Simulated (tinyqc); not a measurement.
Worked calculation: elastic strain and critical thickness of a cubic alloy layer A(1-x)B(x) on a thick substrate. Computed by tinyqc, a small Python program that keeps every step. Command: `OMP_NUM_THREADS=1 python tinyqc.py 3021726 3021727 out.jsonl misfit walk`. One thread of a shared host (Intel(R) Xeon(R) Processor @ 2.30GHz), about 0.01 s of CPU time with the checks. Intermediate numbers are printed to about 6 digits and carried at full precision; extremes and crossings named in words are read from the listed rows.

Strain is positive in tension. The layer is coherent with the substrate unless said otherwise.

Inputs (values chosen for the exercise, modelled on GaAs(1-x)Sb(x) on GaAs):
```
quantity                                 value        unit
fraction x of B                           0.16           -
lattice constant a_A                     5.653    angstrom
lattice constant a_B                     6.096    angstrom
substrate lattice constant a_S           5.653    angstrom
layer thickness h                           77          nm
biaxial modulus of the substrate M_S       116         GPa
substrate thickness t_S                    525  micrometre
wafer diameter W                            50          mm
X-ray wavelength                      1.540593    angstrom
start of the iteration h0/b                100           -
```

Growth plane: (111). Layer: uncapped. Misfit dislocation: 60-degree.

C11, C12, C44 of A (GPa): 117.5  53.78  58.32

C11, C12, C44 of B (GPa): 88.58  40.44  43.35

## Alloy by Vegard's rule, and misfit

a = (1 - x) a_A + x a_B, the same rule for each C_ij; misfit f = (a_S - a)/a, the in-plane strain of the coherent layer.

free lattice constant a = 5.72388 angstrom

elastic constants (GPa): C11 112.8728, C12 51.6456, C44 55.9248

misfit f = -0.0123832

The layer is compressed in the plane by 1.24 %.

## Biaxial strain, stress and energy

(111): D = 2 (C11 + 2 C12 - 2 C44)/(C11 + 2 C12 + 4 C44), M = 6 C44 (C11 + 2 C12)/(C11 + 2 C12 + 4 C44). The free surface carries no normal stress, so e_perp = -D f; dV/V = 2 f + e_perp; stress = M f; energy per area = M f^2 h (1 GPa nm = 1 J/m^2).

ratio D = 0.474304

normal strain e_perp = 0.00587340

volume strain dV/V = -0.0188930

biaxial modulus M = 164.900 GPa

in-plane stress = -2.04199 GPa

strain energy per area = 1.94706 J/m^2

## Symmetric X-ray reflection

Reflection 111: d = a_perp/sqrt(3), with a_perp = a (1 + e_perp) for the coherent layer, a for the relaxed layer and a_S for the substrate; sin(theta) = lambda/(2 d).

Bragg angles:
```
crystal         a_perp (angstrom)  theta (degrees)  from substrate (arcsec)
substrate                 5.65300          13.6515                    0.000
coherent layer            5.75750          13.3990                 -908.775
relaxed layer             5.72388          13.4792                 -620.134
```

peak separation of the coherent layer = -908.775 arcsec

The coherent layer lies 1.47 times as far from the substrate peak as a relaxed one, about 1 + D = 1.47: reading its peak as relaxed would overstate the mismatch by that factor.

## Isotropic constants and the prefactor A

Voigt averages: G = (C11 - C12 + 3 C44)/5, B = (C11 + 2 C12)/3, nu = (3 B - 2 G)/(2 (3 B + G)); b = a/sqrt(2). The 60-degree dislocation has cos alpha = 1/2, and cos lambda = sqrt(3)/6 on (111), for glide on an inclined {111} plane. Matthews-Blakeslee: h_c = A [ln(h_c/b) + 1], A = b (1 - nu cos^2 alpha)/(8 pi |f| (1 + nu) cos lambda), the factor 8 pi being that of an uncapped layer.

shear modulus G = 45.80032 GPa

Poisson ratio nu = 0.237749

Burgers vector b = 0.404739 nm

prefactor A = 3.42333 nm

## Critical thickness by fixed-point iteration

Start at h0, put the right side back in, and stop when the change is below 1e-9 h or h turns negative.

Iteration:
```
step  h in (nm)  h out (nm)   change (nm)
1       40.4739     19.1883  -2.12856e+01
2       19.1883     16.6333  -2.55502e+00
3       16.6333     16.1441  -4.89176e-01
4       16.1441     16.0419  -1.02188e-01
5       16.0419     16.0202  -2.17377e-02
6       16.0202     16.0156  -4.64193e-03
7       16.0156     16.0146  -9.92069e-04
8       16.0146     16.0144  -2.12061e-04
9       16.0144     16.0143  -4.53312e-05
10      16.0143     16.0143  -9.69029e-06
11      16.0143     16.0143  -2.07146e-06
12      16.0143     16.0143  -4.42810e-07
13      16.0143     16.0143  -9.46580e-08
14      16.0143     16.0143  -2.02347e-08
15      16.0143     16.0143  -4.32551e-09
```

critical thickness h_c (Matthews-Blakeslee) = 16.0143 nm

Converged; near the root each step shrinks the error by A/h_c = 0.214. h_c is 39.6 Burgers vectors.

## Equilibrium strain at the thickness h

For h > h_c the same force balance gives the strain left, |e| = |f| A [ln(h/b) + 1]/h, and below h_c e = f; relaxation = 1 - e/f; dislocations per length across each line direction = (|f| - |e|)/(b cos lambda), times 2/3 for the three line sets on (111).

strain left e = -0.00343996

relaxation = 72.2207 %

dislocation line density = 51.0292 1/micrometre

h is 4.81 h_c: in equilibrium dislocations lie 19.6 nm apart; slow nucleation and glide can keep a real layer more strained.

## Wafer curvature of the coherent layer

Stoney: curvature = 6 |stress| h/(M_S t_S^2); radius = 1/curvature; bow = curvature W^2/8.

curvature = 0.0295067 1/m

radius of curvature = 33.8907 m

bow = 9.22083 micrometre

Caution: M_S is near the value for a (001) wafer; a (111) wafer is stiffer and bends less. Caution: the curvature assumes a coherent layer, but h exceeds h_c.

## Force balance against energy balance

People-Bean: h_c = P ln(h_c/b), P = (1 - nu)/(1 + nu) b^2/(16 pi sqrt(2) a f^2). The misfit is scaled by 0.25, 0.4, 0.6, 1, 1.5, 2.2 at fixed a, b and nu; the upper root is taken, and rows with A < 1.3 b or P < 3 b, where the roots shrink to the core size or vanish, are left out.

Critical thickness:
```
|f| (%)  Matthews-Blakeslee (nm)  People-Bean (nm)    ratio
0.30958                  87.2754           2228.31  25.5319
0.49533                  49.7341            762.00  15.3214
0.74299                  30.3354            296.23   9.7652
1.23832                  16.0143             86.79   5.4198
1.85748                   9.4795             31.23   3.2945
2.72431                   5.6612             11.05   1.9512
```

The exponents d ln h_c/d ln f are -1.20 and -2.28 between the first rows, steeper than the -1 and -2 of the prefactors because of the logarithm. The ratio falls from 25.5 to 1.95 as the misfit grows. Where People-Bean lies above, a layer between the lines is metastable: dislocations would lower the energy but have to be nucleated. Above about 2 % misfit islands may come first.

Checks made by the program: D and M against the full stiffness tensor (relative difference below 1e-10); h_c against the Lambert function, -A W_(-1)(-b/(A e)) (relative difference below 1e-10).
